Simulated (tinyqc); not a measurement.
## Doping and thickness from pinch-off voltage and conductance

Problem. A uniform channel has Vp = q Nd a^2/(2 eps0 eps_r) and G0 = q mu Nd a W/L. Find a and Nd.

Values chosen for this exercise; material values close to those of 4H silicon carbide: relative permittivity of the semiconductor eps_r = 9.58; low-field mobility at this doping mu = 370 cm^2/(V s); gate length L = 0.3 um; gate width W = 200 um.

Constants: q = 1.602176634e-19 C, eps0 = 8.8541878128e-14 F/cm where lengths are in cm. Results are converted to the units shown.

Vp = 3.5113615 V
G0 = 113.02822 mS

Answer. G0 gives the product Nd a and Vp gives Nd a^2; their ratio is a.

a = 130.0 nm
Nd = 2.200e17 cm^-3

Program tinyqc, `OMP_NUM_THREADS=1 python tinyqc.py 2500070 2500071 out.jsonl`; Intel Xeon 2.30GHz, shared host, one thread, about 0.04 s.
